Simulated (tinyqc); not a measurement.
Worked calculation: ion implantation: universal nuclear stopping, Lindhard-Scharff electronic stopping and a Gaussian range profile. Computed by tinyqc, a small Python program that keeps every step. Command: `OMP_NUM_THREADS=1 python tinyqc.py 3006069 3006070 out.jsonl implant walk`. One thread of a shared host (Intel(R) Xeon(R) Processor @ 2.30GHz), about 0.05 s of CPU time with the checks. Intermediate numbers are printed to about 5 digits and carried at full precision; extremes and crossings named in words are read from the listed rows.

An ion slows by elastic collisions with screened nuclei and by friction with electrons; channelling is ignored and the target is uniform.

Inputs (values chosen for the exercise, modelled on nitrogen ions in copper): ion atomic number Z1 = 7; ion mass M1 = 14 u; target atomic number Z2 = 29; target mass M2 = 63.55 u; target density N = 84.9 1/nm^3; ion energy E = 14 keV; scale factor of electronic stopping k = 0.96; dose Q = 4.1e+13 1/cm^2; background C_B = 1e+16 1/cm^3; displacement energy E_d = 30 eV; anneal budget D t = 2e-11 cm^2.

Follow-up: anneal.

## Stopping at the entry energy

Reduced energy eps = 32.53 M2 E/(Z1 Z2 (M1 + M2)(Z1^0.23 + Z2^0.23)), E in keV; s_n = ln(1 + 1.1383 eps)/(2 (eps + 0.01321 eps^0.21226 + 0.19593 eps^0.5)) for eps up to 30 and ln(eps)/(2 eps) above; S_n = 8.462 Z1 Z2 M1 s_n/((M1 + M2)(Z1^0.23 + Z2^0.23)) in 1e-15 eV cm^2. S_e = k 3.83 Z1^(7/6) Z2/(Z1^(2/3) + Z2^(2/3))^(3/2) sqrt(E/M1) in 1e-15 eV cm^2, E in keV. dE/dx = N (S_n + S_e); 1e-15 eV cm^2 = 0.1 eV nm^2.

reduced energy eps = 0.49236

s_n = 0.34698

S_n = 28.817 x 1e-15 eV cm^2

S_e = 21.776 x 1e-15 eV cm^2

energy loss dE/dx = 429.54 eV/nm

Nuclear stopping carries 57 % of the loss at entry.

## Range and straggle

Path length R = int_0^E dE'/(N (S_n + S_e)); energy lost to nuclei nu = int_0^E S_n/(S_n + S_e) dE' (both with E' = E y^3 and 64 Gauss-Legendre points in y). Estimates of Lindhard type: R_p = R/(1 + M2/(3 M1)), straggle dR_p = (2/3) R_p sqrt(M1 M2)/(M1 + M2).

path length R = 43.930 nm

projected range R_p = 17.480 nm

straggle dR_p = 4.4823 nm

energy lost to nuclei nu = 9.3137 keV

67 % of the energy goes to nuclei over the whole path. Caution: the estimates of R_p and dR_p assume mainly nuclear stopping and an ion not much lighter than the target; here they are rough, and for light ions in heavy targets the straggle can be low by a factor of two or more.

## Gaussian profile

C(x) = C_p exp(-(x - R_p)^2/(2 dR_p^2)) with C_p = Q/(sqrt(2 pi) dR_p), 1 nm = 1e-7 cm; the profile falls to the background at x_j = R_p + dR_p sqrt(2 ln(C_p/C_B)); the peak atomic fraction is C_p/N.

peak concentration C_p = 3.6492e+19 1/cm^3

Depth x_j where C falls to C_B = 35.635 nm

peak atomic fraction = 4.2982e-04

## Damage

Kinchin-Pease count with efficiency 0.8: N_d = 0.8 nu/(2 E_d), taking all of nu as damage energy (an upper estimate, as recoils also lose energy to electrons). Spread over a depth R_p + dR_p, displacements per atom = Q N_d/(N (R_p + dR_p)).

displacements per ion N_d = 124.18

displacements per atom = 0.027306

One displacement per atom would need a dose of 1.5e15 per cm^2 if no defects annealed.

## Anneal

Far from the surface a Gaussian stays Gaussian: sigma^2 = dR_p^2 + 2 D t; peak Q/(sqrt(2 pi) sigma); x_j = R_p + sigma sqrt(2 ln(peak/C_B)).

width sigma = 63.404 nm

peak after the anneal = 2.5797e+18 1/cm^3

x_j after the anneal = 228.78 nm

x_j moves by 193 nm. Caution: the width is no longer small against R_p, so the surface reflects or loses dopant and the free Gaussian is only a guide.

## Nuclear against electronic stopping over energy

The formulas are those given above.

Stopping (1e-15 eV cm^2) and range:
```
E (keV)         eps     S_n     S_e  R (nm)     nu/E
1        3.5168e-02  20.790    5.82    7.88  0.80336
2        7.0337e-02  24.637    8.23   11.81  0.78398
5        1.7584e-01  28.362   13.01   21.21  0.74269
10       3.5168e-01  29.223   18.40   34.35  0.69503
20       7.0337e-01  27.755   26.03   57.45  0.62823
50       1.7584e+00  22.450   41.15  117.36  0.50592
100      3.5168e+00  17.137   58.20  202.08  0.39386
200      7.0337e+00  12.052   82.31  340.93  0.28143
500      1.7584e+01   6.861  130.14  646.59  0.15957
```

Nuclear stopping peaks near 10 keV among these rows (eps = 0.35; the universal curve peaks near 0.3). Electronic stopping overtakes it between 20 and 50 keV. The path length grows as E^0.58 at the low end and E^0.70 at the high end; constant stopping would give E^1, and stopping that rises with E, be it nuclear (below its peak) or electronic, gives a lower exponent.

Checks made by the program: range against adaptive quadrature (relative difference 2e-06).
